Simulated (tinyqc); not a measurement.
# Worked calculation: threshold of a short bulk MOSFET: charge sharing, barrier lowering, narrow width

Program tinyqc, `OMP_NUM_THREADS=1 python tinyqc.py 2002076 2002077 out.jsonl`; Intel Xeon 2.30GHz, shared host, one thread, about 0.01 s. Printed values are rounded.

n-channel device on a p-type body, depletion approximation, full ionisation. Uniform doping N = Na. Vbi from Boltzmann statistics is rough for the degenerate source. Cox = eps0 eox/tox.

Inputs (values chosen for the exercise); band and dielectric values close to those of silicon: temperature T = 300 K; band gap Eg = 1.12 eV; relative permittivity eps_r = 11.7; conduction-band density of states at T Nc = 2.78e19 cm^-3; valence-band density of states at T Nv = 2.65e19 cm^-3; relative permittivity of the gate insulator (close to silicon dioxide) eox = 3.9; insulator thickness tox = 1.4 nm; channel doping Na = 2.9e17 cm^-3; source and drain doping Nsd = 1e20 cm^-3; flat-band voltage for the doping Na Vfb = -0.83 V; junction depth xj = 120 nm; body-source voltage Vbs = -0.5 V; drain-source voltage Vds = 0.5 V; gate width W = 740 nm; shape factor of the fringing depletion at the width edges xw = 0; channel length L = 170 nm.

Constants: q = 1.602176634e-19 C, kB = 1.380649e-23 J/K, Vt = kB T/q, eps0 = 8.8541878128e-14 F/cm where lengths are in cm. Results are converted to the units shown.

## Long-channel threshold and scales

ni = sqrt(Nc Nv) exp(-Eg/(2 Vt)), Eg in volts; 2 pB = 2 Vt ln(N/ni); flat band Vfb - Vt ln(N/Na); Wd = sqrt(2 eps0 eps_r (2 pB - Vbs)/(q N)); body term q N Wd/Cox; long-channel VT0 = flat band + 2 pB + body term; Vbi = Vt ln(N Nsd/ni^2); scale length l = sqrt((eps_r/eox) tox Wd).

N = 2.9e17 cm^-3
2 pB = 0.8853174 V
flat band = -0.83 V
Wd = 78.59642 nm
body term = 0.1480559 V
VT0 = 0.2033733 V
Vbi = 1.036372 V
l = 18.16879 nm

## Short-channel and narrow-width shifts

Charge sharing (trapezoid; it ignores Vds): F = (xj/L)(sqrt(1 + 2 Wd/xj) - 1), lowering = body term times F. Barrier lowering: th = exp(-L/(2 l)) + 2 exp(-L/l), lowering = th [2 (Vbi - 2 pB) + Vds], DIBL = th. Narrow width: rise = body term times xw Wd/W. VT by each model = VT0 - lowering + rise.

F = 0.3669521
lowering by charge sharing = 54.32943 mV
th = 0.009467085
lowering of the barrier = 7.593632 mV
DIBL = 9.467085 mV/V
narrow-width rise = 0 mV
VT, charge sharing = 0.1490439 V
VT, barrier lowering = 0.1957797 V

L is 9.36 scale lengths. The charge-sharing lowering is 7.15 times the barrier lowering; the first falls off as 1/L and the second exponentially. Both describe the same loss of gate control, so they are alternatives and are not added.
